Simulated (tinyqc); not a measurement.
# On-chip interconnect, size-dependent resistivity and RC delay: course in time

A rectangular line between two neighbours and two ground planes. Surface and grain-boundary scattering are added to the bulk resistivity as corrections; capacitances are parallel-plate values without fringing; inductance is ignored.

7 equal pi sections: series Rs = r Lw/7; node capacitances c Lw/7, halved at nodes 0 and 7, with Cl added to node 7; Rd feeds node 0. Elmore delay of node k: the sum, over the resistors on the path to k, of resistance times all capacitance downstream of it.

A 1 V step is applied behind Rd at t = 0. C dv/dt = -G v + b, with G the conductance matrix of the ladder (1/Rs between neighbours, 1/Rd added at node 0) and b = (1 V/Rd, 0, ...). Trapezoidal step: (C/dt + G/2) v(new) = (C/dt - G/2) v + b. The last column solves the same ladder exactly by its modes.

Inputs (values chosen for the exercise):
```
symbol,value,unit,meaning
Rd,320,ohm,driver resistance
dt,12,ps,time step
```

Rs = 2610.33 ohm

```
node,C (fF)
0,0.345313
1,0.690627
2,0.690627
3,0.690627
4,0.690627
5,0.690627
6,0.690627
7,0.403313
```

Voltages (V):
```
t (ps),node 0,node 3,node 7,"node 7, exact"
12.000,1.8698,0.37263,0.08083,0.10074
24.000,0.1310,0.63487,0.30769,0.32654
36.000,1.8033,0.65201,0.52216,0.50743
48.000,0.2052,0.80154,0.64061,0.64048
60.000,1.7501,0.82213,0.74122,0.73763
72.000,0.2646,0.88942,0.81270,0.80854
84.000,1.7017,0.91019,0.86147,0.86028
96.000,0.3159,0.93783,0.90136,0.89804
108.00,1.6568,0.95539,0.92648,0.92559
120.00,0.3617,0.96459,0.94768,0.94570
132.00,1.6150,0.97845,0.96119,0.96038
144.00,0.4034,0.97950,0.97213,0.97109
```

The far end of the ladder reaches 0.5 V at 35.43 ps, 0.757 of its Elmore delay (ln 2 = 0.693 for a single pole); the slowest mode has a time constant of 38.09 ps. The largest error of the trapezoidal steps at that node is 20 mV. Node 0 swings up and down from step to step: the trapezoidal rule does not damp modes much faster than dt, so these swings are numerical.

tinyqc, about 0.01 s, one thread, Intel Xeon 2.30GHz (shared host): `OMP_NUM_THREADS=1 python tinyqc.py 2100115 2100116 out.jsonl`
